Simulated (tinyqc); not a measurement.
Resonant-tunnelling diode, transfer matrices and Tsu-Esaki current: one step of the calculation.

Emitter (band edge 0), barrier d1, well Lw, barrier d2, collector (edge -V). The bias drops linearly over these layers and none in the contacts; each layer is cut into ns equal slices, flat at the value of their centres. E is the energy of motion across the layers, C = hbar^2/(2 m0), psi and psi'/m are continuous. Transport is coherent, T(E) is taken as independent of the transverse momentum, and charge in the well is ignored.

Task. Breit-Wigner parameters from a parabola through 1/T(E). Near a resonance 1/T(E) = (1/Tp) [1 + (2 (E - Er)/G)^2]. With y = 1/T(E) at E0 - h, E0, E0 + h: a = (y1 + y3 - 2 y2)/(2 h^2), b = (y3 - y1)/(2 h), Er = E0 - b/(2 a), 1/Tp = y2 - b^2/(4 a), G = 2 sqrt(1/(Tp a)), tau = hbar/G.

Constants: q = 1.602176634e-19 C, hbar = 1.054571817e-34 J s. Results are converted to the units shown.

three energies (eV): [0.101773, 0.104673, 0.107573]
T(E) at these energies: [0.56031915, 0.88345790, 0.79917346]

Give: Er; Tp; G; tau.

Result.

Er = 0.1057 eV
Tp = 0.9209
G = 9.727 meV
tau = 67.67 fs

The true maximum of T(E) lies at 0.10565 eV with height 0.9184 and full width 9.878 meV; the fitted G is 1.5 % below that width.

tinyqc, about 0.1 s, one thread, Intel Xeon 2.30GHz (shared host): `OMP_NUM_THREADS=1 python tinyqc.py 2600124 2600125 out.jsonl`
